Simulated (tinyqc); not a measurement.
Worked calculation: deep level with several charge states, and Shockley-Read-Hall recombination. Values are carried at full precision from step to step, so a last printed digit may differ when a step is redone from the rounded ones.

Energies from Ev. The defect has charge states +1, 0, -1 with weights 1, gm exp((EF - E1)/kT), exp((2 EF - E1 - E2)/kT); the shares are the weights over their sum. Boltzmann carriers: n = Nc exp((EF - Eg)/kT), p = Nv exp(-EF/kT). Neutrality: p - n + Nd + Nt <q> = 0.

Constants: kB = 8.617333262e-05 eV/K.

Values chosen for the exercise (gap and densities of states near those of GaN at this temperature; shifted at random, so the results belong to these values and not to a real crystal): Eg = 3.428 eV (gap); Nc = 2.28e+18 1/cm^3 (conduction-band density of states); Nv = 4.52e+19 1/cm^3 (valence-band density of states); T = 300 K; E1 = 2.498 eV (level (+1/0) above Ev); E2 = 2.374 eV (level (0/-1) above Ev); gm = 1 (degeneracy of the middle state, the others 1); Nt = 3.8e+14 1/cm^3 (defects); Nd = 4.9e+15 1/cm^3 (ionised shallow donors minus acceptors); E_try = 0.795 eV (trial Fermi level); Et = 2.374 eV (recombination level above Ev); sn = 2.7e-15 cm^2 (electron capture cross-section); sp_ = 2.3e-14 cm^2 (hole capture cross-section); vth = 15000000 cm/s (thermal velocity, both carriers); Nm = 1.6e+16 1/cm^3 (equilibrium electrons for the lifetime steps); dn = 3.5e+12 1/cm^3 (excess pairs).

## Charge states at a trial Fermi level

Form the exponents, the shares, the mean charge and the residual of neutrality at EF = E_try.

exponents of the second and third weights: [-65.875, -126.953]

shares: +1 1.0000, 0 0.0000, -1 0.0000

<q> = 1.0000

n, p (1/cm^3): [1.34e-26, 1.99e+06]

residual = 5.28e+15 1/cm^3

The residual is positive, so EF must rise.

## The neutral state

Solve for EF.

EF = 3.2671 eV

shares at EF: +1 0.000, 0 0.000, -1 1.000

n = 4.52e+15 1/cm^3
p = 5.89e-36 1/cm^3

Without the defects the majority density would be 4.90e+15 1/cm^3; with them the density of these carriers is 4.52e+15, so they compensate part of the doping. Most defects are in the state -1. The level order is inverted (negative U), so the middle state is never the most common.

## Recombination through one level

One level at Et with degeneracy 1: tn = 1/(sn vth Nt), tp = 1/(sp_ vth Nt), n1 = Nc exp((Et - Eg)/kT), p1 = Nv exp(-Et/kT), ni^2 = n1 p1. Equilibrium n0 = Nm, p0 = ni^2/Nm; n = n0 + dn, p = p0 + dn. U = (n p - ni^2)/(tp (n + n1) + tn (p + p1)), lifetime dn/U; emission rates en = sn vth n1, ep = sp_ vth p1.

Evaluate each quantity.

tn, tp (microsecond): [0.06498, 0.007628]

n1, p1 (1/cm^3): [4.48, 5.94e-21]

U = 4.58e+20 1/(cm^3 s)
lifetime = 0.00764 microsecond

The lifetime is 1.002 times the minority capture time tp and 0.105 times tn + tp, the limit of high injection.

## Emission and generation in a depleted region

With n = p = 0 the level generates pairs at G = Nt en ep/(en + ep); generation lifetime tg = ni/G; current density e G W for a width W = 1 micrometre, e = 1.602176634e-19 C.

en, ep (1/s): [1.82e-07, 2.05e-27]

G = 7.79e-13 1/(cm^3 s)
tg = 2.10e+08 microsecond
current density = 1.25e-35 A/cm^2

The slower step, hole emission, limits the rate: en/ep = 8.86e+19.

## Checks

- U against hole capture minus emission at the steady occupation of the level (1/(cm^3 s)): both 4.580e+20.

Run: tinyqc, `OMP_NUM_THREADS=1 python tinyqc.py 1651127 1651128 out.jsonl`; Intel(R) Xeon(R) Processor @ 2.30GHz, one thread, shared host; about 0.01 s of CPU time with all checks.
